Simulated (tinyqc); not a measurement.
What each parameter does: three-band tight binding of a dichalcogenide monolayer.

Basis dz2, dxy, dx2-y2 on a triangular lattice, nearest neighbours; alpha = kx a/2, beta = sqrt3 ky a/2. h0 = e1 + 2 t0 (cos 2alpha + 2 cos alpha cos beta); h1 = -2 sqrt3 t2 sin alpha sin beta + 2i t1 (sin 2alpha + sin alpha cos beta); h2 = 2 t2 (cos 2alpha - cos alpha cos beta) + 2i sqrt3 t1 cos alpha sin beta; h11 = e2 + 2 t11 cos 2alpha + (t11 + 3 t22) cos alpha cos beta; h22 = e2 + 2 t22 cos 2alpha + (3 t11 + t22) cos alpha cos beta; h12 = sqrt3 (t22 - t11) sin alpha sin beta + 4i t12 sin alpha (cos alpha - cos beta) + i lam sz. H = [[h0, h1, h2], [., h11, h12], [., ., h22]], Hermitian; the lowest band of each spin is filled. K = (4 pi/3a, 0), M = (pi/a, pi/(sqrt3 a)).

Constants: hbar^2/2m0 = 3.80998211 eV angstrom^2.

Inputs chosen for the exercise (near a published set for monolayer MoTe2; not measured data):
- a = 3.566 angstrom (lattice constant)
- e1 = 0.61 eV (level of dz2)
- e2 = 1.971 eV (level of dxy and dx2-y2)
- t0 = -0.173 eV (hopping)
- t1 = 0.234 eV (hopping)
- t2 = 0.399 eV (hopping)
- t11 = 0.208 eV (hopping)
- t12 = 0.241 eV (hopping)
- t22 = 0.257 eV (hopping)
- lam = 0.106 eV (spin-orbit constant)

Spin up: gap at K, Ev(K) - Ev(Gamma), and masses at K by central differences along kx with step 0.002 1/angstrom, c = hbar^2/2m0.

One parameter was then changed.

Results before and after:
```
case     gap at K (eV)  K - Gamma (eV)  m_c (m0)  m_v (m0)
base            1.0018          0.5552     0.462     0.630
changed         1.0318          0.5252     0.479     0.670
```

Which of these changes was made? (a) t2 = 0.429 eV; (b) e2 = 1.941 eV; (c) t11 = 0.238 eV; (d) t22 = 0.227 eV; (e) t0 = -0.203 eV; (f) lam = 0.076 eV.

Answer: (f) lam = 0.076 eV. Of the candidates, run in turn, only this one gives the changed row.

All candidates:
```
case            gap at K (eV)  K - Gamma (eV)  m_c (m0)  m_v (m0)
base                   1.0018          0.5552     0.462     0.630
t22 = 0.227 eV         0.9568          0.6002     0.428     0.565
e2 = 1.941 eV          1.0318          0.5252     0.486     0.670
t2 = 0.429 eV          1.0018          0.5552     0.418     0.511
t0 = -0.203 eV         1.0918          0.7352     0.561     0.756
lam = 0.076 eV         1.0318          0.5252     0.479     0.670
t11 = 0.238 eV         1.0468          0.5102     0.498     0.711
```

t2 couples dz2 to the other orbitals and vanishes at K and Gamma, so only the masses feel it.

(tinyqc, `OMP_NUM_THREADS=1 python tinyqc.py 1450061 1450062 out.jsonl`, Intel(R) Xeon(R) Processor @ 2.30GHz, 1 thread, shared host, about 0.01 s.)
